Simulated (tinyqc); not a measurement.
Level and width from two currents at zero temperature.

Question. In a resonant-tunnelling diode at zero temperature a sharp resonance at Er = E0 - alpha V between the emitter band edge and Ef carries J = K (pi/2) G Tp (Ef - Er), K = q^3 mw m0/(2 pi^2 hbar^3) (times 1e-4 for A/cm^2 per eV^2), with G its full width and Tp its peak transmission, G Tp taken as constant, and no back flow. Find G Tp and E0.

Values chosen for this exercise; masses and offsets close to those of InGaAs wells and AlAs barriers:

| symbol | value | unit | meaning |
|---|---|---|---|
| mw | 0.041 | m0 | mass in the well, spacer and contacts |
| Ef | 0.17 | eV | Fermi energy of both contacts above their band edges |
| alpha | 0.5 |  | share of the bias at the well |

Constants: q = 1.602176634e-19 C, hbar = 1.054571817e-34 J s, m0 = 9.1093837015e-31 kg. Results are converted to the units shown.

J at V = 0.1 and 0.35 V (kA/cm^2): 485.68155  3521.1912

Solution. J is linear in V: the slope gives G Tp, and the onset V0, where the line meets zero, gives E0 = Ef + alpha V0.

G Tp = 23.3 meV
E0 = 0.200 eV

tinyqc, about 0.1 s, one thread, Intel Xeon 2.30GHz (shared host): `OMP_NUM_THREADS=1 python tinyqc.py 2600059 2600060 out.jsonl`
